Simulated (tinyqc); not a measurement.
## Doping and barrier from two capacitances

Problem. A Schottky diode on a uniformly doped n-type layer obeys (A/C)^2 = 2 (Vbi - V - Vt)/(q eps0 eps_r Nd) in reverse bias, with phiB = Vbi + Vt ln(Nc/Nd) and image force ignored. Find Nd, Vbi and phiB.

Values chosen for this exercise; band and dielectric values close to those of 4H silicon carbide:
```
symbol    value   unit                                 meaning
T           300      K                             temperature
eps_r       9.7                          relative permittivity
Nc      1.73e19  cm^-3  conduction-band density of states at T
A       0.00057   cm^2                              diode area
```

Constants: q = 1.602176634e-19 C, kB = 1.380649e-23 J/K, Vt = kB T/q, eps0 = 8.8541878128e-14 F/cm where lengths are in cm. Results are converted to the units shown.

C at V = -0.9 and -7.6 V (pF): [19.762895, 9.1566873]

Solution. The slope of (A/C)^2 against -V gives Nd, the intercept Vbi - Vt, and the Fermi-level depth Vt ln(Nc/Nd) is added for the barrier.

Nd = 3.200e16 cm^-3
Vbi = 0.9573 V
phiB = 1.120 eV

Computed by the program tinyqc: `OMP_NUM_THREADS=1 python tinyqc.py 2020008 2020009 out.jsonl`, one thread of a shared Intel Xeon 2.30GHz, about 0.05 s for the whole run.
